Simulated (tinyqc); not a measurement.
# Worked calculation: frequency dispersion of an accumulation capacitance by border traps, distributed model

Computed by the program tinyqc: `OMP_NUM_THREADS=1 python tinyqc.py 2202057 2202058 out.jsonl`, one thread of a shared Intel Xeon 2.30GHz, about 0.3 s for the whole run. Printed values are rounded.

Traps spread evenly through the insulator exchange electrons with the semiconductor by tunnelling, with tau(x) = t0 exp(2 ka x) at depth x from the interface. The admittance per area Y seen at depth x obeys dY/dx = -Y^2/(i w eps0 eox) + q Nb ln(1 + i w tau)/tau, with Y(0) = i w Cs and w = 2 pi f; the gate sees Y(tox) = G + i w C. Working variable y = Y/(i w), in uF/cm^2. Cox = eps0 eox/tox.

Parameters, values chosen for the exercise; permittivity close to that of zirconium oxide: relative permittivity of the insulator eox = 22.9; insulator thickness tox = 4.3 nm; semiconductor capacitance in accumulation Cs = 0.89 uF/cm^2; density of border traps Nb = 7.7e18 cm^-3 eV^-1; decay constant of the wave function in the insulator ka = 3.4 1/nm; time constant of a trap at the interface t0 = 7e-9 s; frequency f = 10000 Hz; depth down to which the steps are taken xe = 1.9 nm.

Constants: q = 1.602176634e-19 C, eps0 = 8.8541878128e-14 F/cm where lengths are in cm. Results are converted to the units shown.

## Scales and lumped estimate

Cox; trap-free value 1/(1/Cox + 1/Cs); response depth d = ln(1/(w t0))/(2 ka), where w tau = 1; lumped estimate: all traps within d act as C_bt = q Nb d placed at d/2, so C = 1/{1/[1/(1/Cs + d/(2 eps0 eox)) + C_bt] + (tox - d/2)/(eps0 eox)}.

Cox = 4.71537 uF/cm^2
trap-free C = 0.748689 uF/cm^2
d = 1.13664 nm
C_bt = 0.140224 uF/cm^2
lumped C = 0.850663 uF/cm^2

The traps within reach amount to 0.158 Cs and lie in the first 26.4 % of the insulator.

## Midpoint steps through the active depth

In terms of y: dy/dx = -y^2/(eps0 eox) + s(x), s = q Nb ln(1 + z)/z, z = i w tau. 9 midpoint steps of h = xe/9: y_half = y + (h/2) y'(x, y), y(new) = y + h y'(x + h/2, y_half).

```
point    x (nm)    s (uF/(cm^2 nm))         y (uF/cm^2)
0             0  0.123368-0.000027i  0.890000+0.000000i
1      0.211111  0.123367-0.000114i  0.907631-0.000012i
2      0.422222  0.123365-0.000479i  0.924932-0.000061i
3      0.633333  0.123324-0.002012i  0.941901-0.000266i
4      0.844444  0.122603-0.008379i  0.958504-0.001125i
5       1.05556  0.111922-0.030689i  0.974164-0.004608i
6       1.26667  0.060083-0.049069i  0.983290-0.014078i
7       1.47778  0.017861-0.028189i  0.980400-0.022197i
8       1.68889  0.004466-0.010839i  0.972364-0.025485i
9           1.9  0.001075-0.003565i  0.963081-0.026283i
```

## Capacitance and conductance at the gate

y at xe = 0.963081-0.026283i uF/cm^2

Beyond xe the traps are ignored, so 1/y(tox) = 1/y(xe) + (tox - xe)/(eps0 eox); C = Re y, G/w = -Im y, loss tangent G/(w C).

y at the gate = 0.864587-0.021179i uF/cm^2
C = 0.864587 uF/cm^2
G/w = 0.0211788 uF/cm^2
loss tangent = 0.0244958

A fine integration over the whole insulator gives C = 0.86478 and G/w = 0.02165 uF/cm^2; the coarse G/w is 2.2 % below that. The fine C is 16 % above the trap-free value, and the lumped estimate is 1.6 % below the fine result.
